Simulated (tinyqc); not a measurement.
Depth of the donor: donor near an oxide interface in a gate field (two-state model).

Interface at z = 0 (hard wall), donor at z = d, field F pulling electrons to the interface: potential e F z; 1 kV/cm = 1e-5 eV/angstrom, c = hbar^2/2m0, q = e^2/(4 pi eps0), Q = (eps - eo)/(eps + eo). Donor state: E_D = e F d - ED - q Q/(4 eps d), the last term joining the images of ion and electron. Interface state: z exp(-b z/2) exp(-rho^2/(2 L^2)) with E_z = c b^2/(4 mz) + 3 e F/b + q Q b/(8 eps), minimised over b; in the plane at z = 3/b the ion (distance D = d - 3/b) and its image (D' = d + 3/b) give E_rho = c/(mt L^2) - (q/eps)(sqrt(pi)/L)[erfcx(D/L) + Q erfcx(D'/L)], erfcx(x) = exp(x^2) erfc(x), minimised over L. E_I = E_z + E_rho.

The two states couple by t = t0 exp(-D/aD) with t0 = q/(eps aD) (2 aD/L) sqrt(aD b/2) v, v a valley factor; this form is an estimate. With detuning u = E_D - E_I the splitting is sqrt(u^2 + 4 t^2) and the lower state has weight (1 - u/sqrt(u^2 + 4 t^2))/2 on the donor.

Constants: hbar^2/2m0 = 3.80998211 eV angstrom^2; e^2/(4 pi eps0) = 14.39964547 eV angstrom.

Parameters, chosen for this exercise (near those of a donor in Si below SiO2, static dielectric constants; shifted at random, so the results belong to these values and not to a real crystal):
```
symbol  value                         unit      meaning
ED      45.5                          meV       bulk binding energy
mz      0.901                         m0        mass across the interface
mt      0.194                         m0        mass in the plane
eps     11.6                                    dielectric constant of the semiconductor
eo      3.9                                     dielectric constant of the oxide
aD      17.4                          angstrom  donor radius
v       0.45                                    valley factor
dl      (65, 90, 120, 155, 200, 250)  angstrom  depths
```

Critical field, and the coupling, E_rho and L at that field.

Results:
```
d (angstrom)  critical field (kV/cm)  e F d/ED  t (meV)  E_rho (meV)  L (angstrom)
65                             128.7     1.838      2.1       -20.60            58
90                              83.2     1.645     0.48       -15.50            73
120                             57.8     1.525    0.086       -11.99            90
155                             42.3     1.443    0.012        -9.51           108
200                             31.3     1.377  0.00091        -7.54           129
250                             24.2     1.330  5.5e-05        -6.14           151
```

What does the comparison show?

The critical field falls from 129 to 24 kV/cm, with exponent -1.24 in d, while t drops by a factor 3.9e+04, about e for each 18 angstrom at the end (aD = 17.4). One lattice plane (1.36 angstrom) of misplacement changes t by 8 % and the critical field by about 1.4 % at 120 angstrom.

Run: tinyqc, `OMP_NUM_THREADS=1 python tinyqc.py 1251977 1251978 out.jsonl`; Intel(R) Xeon(R) Processor @ 2.30GHz, one thread, shared host; about 0.1 s of CPU time with all checks.
